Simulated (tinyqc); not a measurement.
Sputter depth profiling of a dopant layer: erosion rate, quantification and the mixing-roughness response. Inputs raised by 5 %, one at a time. Computed by tinyqc, a small Python program. Command: `OMP_NUM_THREADS=1 python tinyqc.py 3006365 3006366 out.jsonl sims sens`. One thread of a shared host (Intel(R) Xeon(R) Processor @ 2.30GHz), about 0.2 s of CPU time with the checks.

A rastered ion beam erodes silicon (49.94 atoms per nm^3). The measured profile is the true one convolved with a depth response.

Inputs (values chosen for the exercise, modelled on a dopant in silicon under an oxygen or caesium beam):
```
quantity                              value    unit
beam energy E                          0.54     keV
beam current                             69      nA
raster side                             500      um
sputter yield at 1 keV                 0.57       -
mixing length at 1 keV                  1.6      nm
roughness sigma                         1.4      nm
depth of the top edge z0                 56      nm
box width b                             3.5      nm
box concentration C                   1e+18  1/cm^3
relative sensitivity factor RSF       1e+21  1/cm^3
matrix count rate                    560000     1/s
background count rate                   6.9     1/s
counting time per point                   2       s
level that defines the junction C_B   6e+16  1/cm^3
```

True profile: box.

Constants: e = 1.602176634e-19 C.

Method:
- Scaling chosen for the exercise: yield Y = Y1 E^0.5, mixing length w = w1 E^0.5 (E in keV).
- Erosion rate = Y I/(e x raster^2 x density); depth step = rate x counting time; concentration = RSF x counts/matrix counts; detection limit = RSF x 3 sqrt(background x time)/(matrix rate x time).
- Mixing alone turns a layer at z0 into (1/w) exp(-(z - z0 + w)/w) for z > z0 - w; roughness adds a Gaussian of width sigma. With x = z - z0 + w: g(x) = (1/(2w)) exp(sigma^2/(2 w^2) - x/w) erfc((sigma/w - x/sigma)/sqrt2), and its integral G(x) = (1/2) erfc(-x/(sigma sqrt2)) - w g(x). Measured: C [G(x) - G(x - b)].
- Find the maximum, the full width at half maximum and the deep point where the profile falls to C_B; far down, the trailing edge decays by w ln(10) per decade.
- Convolution adds means and variances: the response has mean 0 (shift -w plus exponential mean w) and variance w^2 + sigma^2; a box adds the mean b/2 and the variance b^2/12.

Runs; columns: (1) input moved; (2) from; (3) to; (4) full width at half maximum (nm); (5) apparent junction depth (nm); (6) erosion rate (nm/s); (7) standard deviation (nm):
```
(1)                                             (2)       (3)     (4)     (5)       (6)     (7)
base run                                          -         -  4.7337  62.386  0.014448  2.0888
beam energy E (keV)                            0.54     0.567  4.7517  62.415  0.014805  2.1053
mixing length at 1 keV (nm)                     1.6      1.68  4.7703  62.445  0.014448  2.1225
roughness sigma (nm)                            1.4      1.47  4.8497  62.463  0.014448  2.1364
box width b (nm)                                3.5     3.675  4.8219  62.570  0.014448  2.1137
level that defines the junction C_B (1/cm^3)  6e+16   6.3e+16  4.7337  62.327  0.014448  2.0888
box concentration C (1/cm^3)                  1e+18  1.05e+18  4.7337  62.445  0.014448  2.0888
beam current (nA)                                69     72.45  4.7337  62.386  0.015171  2.0888
```

Exponents ln(y'/y) / ln(x'/x):
```
input                                full width at half maximum  apparent junction depth  erosion rate  standard deviation
beam energy E                                             0.078                    0.009           0.5               0.161
mixing length at 1 keV                                    0.158                    0.019           0.0               0.328
roughness sigma                                           0.496                    0.025           0.0               0.461
box width b                                               0.379                    0.060           0.0               0.243
level that defines the junction C_B                       0.000                   -0.019           0.0               0.000
box concentration C                                       0.000                    0.019           0.0               0.000
beam current                                              0.000                    0.000           1.0               0.000
```

To which inputs is each result most sensitive?

Among the inputs moved here: full width at half maximum answers most in size to roughness sigma (exponent +0.496), next to box width b (+0.379); its exponent is below 0.0005 for level that defines the junction C_B, box concentration C, beam current. Apparent junction depth answers most in size to box width b (exponent +0.060), next to roughness sigma (+0.025); its exponent is below 0.0005 for beam current. Erosion rate answers most in size to beam current (exponent +1.000), next to beam energy E (+0.500); its exponent is below 0.0005 for mixing length at 1 keV, roughness sigma, box width b, level that defines the junction C_B, box concentration C. Its exponent +0.500 in beam energy E: the chosen yield law. Standard deviation answers most in size to roughness sigma (exponent +0.461), next to mixing length at 1 keV (+0.328); its exponent is below 0.0005 for level that defines the junction C_B, box concentration C, beam current.

Extremes, crossings and ranges named in words are read from the listed rows.
